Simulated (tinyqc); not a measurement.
Energy and delay of logic against supply voltage: energy and delay against supply voltage.

One expression serves below and above threshold: I(Vg) = Ik [ln(1 + exp((Vg - VT + dd V)/(al nf Vt)))]^al, with I_on = I(V) and I_off = I(0). Gate delay td = kd C V/I_on, clock period LD td. Per gate and cycle the switching energy is act C V^2 and the leakage energy I_off V LD td. No short-circuit current, no variation. Minima are sought above 0.09 V; below a few Vt gates no longer switch and the model has no meaning.

EDP = energy times td.

Parameters, values chosen for the exercise; values of the order met in logic technologies: temperature T = 250 K; threshold voltage at zero drain bias VT = 0.37 V; slope factor nf = 1.22; barrier lowering per volt of supply dd = 0.09; specific current of a gate Ik = 0.78 uA; exponent of the current law al = 1.9; load capacitance of a gate C = 0.62 fF; delay factor kd = 0.6; logic depth LD = 30; activity factor act = 0.1.

Constants: q = 1.602176634e-19 C, kB = 1.380649e-23 J/K, Vt = kB T/q. Results are converted to the units shown.

Energy and delay against supply voltage:
```
V (V)  I_on (uA)  I_off (nA)   td (ps)  switching (aJ)  leakage (aJ)  energy (aJ)  EDP (fJ ps)
0.15   2.9741e-4   0.0010023  1.8762e5          1.3950       0.84625       2.2412       420.50
0.27    0.036139   0.0015114    2779.3          4.5198      0.034026       4.5538       12.656
0.38      1.1569   0.0022023    122.18          8.9528     0.0030677       8.9559       1.0943
0.5       8.5862   0.0033207    21.663          15.500     0.0010790       15.501      0.33579
0.62      24.418   0.0050065    9.4455          23.833     8.7957e-4       23.834      0.22512
0.73      45.751   0.0072938    5.9356          33.040     9.4812e-4       33.041      0.19612
0.85      76.115    0.010995    4.1542          44.795     0.0011647       44.796      0.18609
0.97      113.67    0.016572    3.1743          58.336     0.0015308       58.337      0.18518
1.08      154.29    0.024134    2.6039          72.317     0.0020361       72.319      0.18831
1.2       205.24    0.036364    2.1750          89.280     0.0028473       89.283      0.19419
```

Read the table: what changes, and by how much?

td falls from 1.88e5 to 2.17 ps; the energy rises from 2.24 to 89.3 aJ and the EDP goes from 420 through a minimum of 0.185 (at V = 0.97 V among the rows listed) to 0.194 fJ ps. The exact minima lie at V = 0.154 V for the energy and 0.926 V for the EDP. Going from 1.2 V to the energy minimum saves a factor of 39.9 in energy and costs a factor of 75800 in delay. Below the minimum the leakage energy rises faster than the switching energy falls, because the clock period grows so steeply.

tinyqc, about 0.01 s, one thread, Intel Xeon 2.30GHz (shared host): `OMP_NUM_THREADS=1 python tinyqc.py 2082201 2082202 out.jsonl`
